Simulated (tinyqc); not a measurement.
Plasmons of a degenerate electron gas in the random-phase approximation, step by step. Values are carried at full precision from step to step, so a last printed digit may differ when a step is redone from the rounded ones.

Zero temperature, parabolic band: kF = (3 pi^2 n)^(1/3), EF = c kF^2/m, Ep^2 = 8 pi c e2 n/(m eb), qTF^2 = 6 pi e2 n/(eb EF), c = hbar^2/2m0, e2 = e^2/(4 pi eps0), n in 1/angstrom^3 (1e-24 per 1/cm^3).

Constants: hbar^2/2m0 = 3.80998211 eV angstrom^2; e^2/(4 pi eps0) = 14.39964547 eV angstrom; a0 (Bohr radius) = 0.5291772105 angstrom.

Inputs chosen for the exercise (mass and background constant near those of GaN; polar phonons, which mix with the plasmon in the real crystal, and the rise of the mass with filling are left out; the results hold for these values, not for the real material): n = 9.5e+19 1/cm^3 (electron density); m = 0.206 m0 (mass); eb = 5.31 (background dielectric constant); q = 0.133 1/angstrom (wave vector); E = 245 meV (energy transfer); qp = 0.0462 1/angstrom (wave vector of the plasmon).

## Scales of the gas

Also rs = (3/(4 pi n))^(1/3) m/(a0 eb).

kF = 0.14116 1/angstrom
EF = 368.54 meV
Ep = 346.05 meV
qTF = 0.11479 1/angstrom
hbar vF = 5.2216 eV angstrom
rs = 0.997

Ep/EF = 0.939. With rs below 1 the random-phase approximation is within its range.

## The dielectric function at one point

Lindhard function: eps(q, E)/eb = 1 + (qTF/q)^2 (f1 + i f2) with z = q/(2 kF), u = E/(hbar vF q), hbar vF = 2 c kF/m; f1 = 1/2 + [h(z - u) + h(z + u)]/(8 z), h(x) = (1 - x^2) ln|(x + 1)/(x - 1)|; f2 = pi u/2 for z + u < 1, (pi/(8 z))(1 - (z - u)^2) for |z - u| < 1 < z + u, else 0. Pairs exist for c (q^2 - 2 q kF)/m < E < c (q^2 + 2 q kF)/m.

E in eV is E/1000. Give also the loss function Im(-eb/eps).

z, u: 0.4711  0.3528

f1, f2: 0.7614  0.5542

eps/eb = 1.567+0.413i
loss function = 0.157

The point lies inside the pair continuum, so eps has an imaginary part.

## The plasmon at one wave vector

Solve f1 (qTF/q)^2 = -1 above the continuum, and compare with E^2 = Ep^2 + (3/5)(hbar vF q)^2 + (c q^2/m)^2.

top of the continuum = 280.7 meV
plasmon energy = 398.5 meV
short formula = 395.3 meV

The plasmon lies 117.8 meV above the continuum and 15.2 % above Ep; the short formula errs by -0.81 %.

## Where Landau damping starts

Find qc at which the plasmon meets the top of the continuum, eps(qc, c (qc^2 + 2 qc kF)/m) = 0, and compare with Ep/(hbar vF).

qc = 0.07895 1/angstrom
qc/kF = 0.559
energy there = 527.5 meV
Ep/(hbar vF) = 0.06627 1/angstrom

The simple estimate is 0.839 times qc.

## Checks

- F-sum of the loss function at q = 1.3 qc over (pi/2) Ep^2 against 1: both 1.00.
- f1 at E = 0 and z = 0.6 against the static Lindhard function: both 0.86968.

tinyqc: `OMP_NUM_THREADS=1 python tinyqc.py 1652789 1652790 out.jsonl`; about 0.01 s, one thread, shared Intel(R) Xeon(R) Processor @ 2.30GHz.
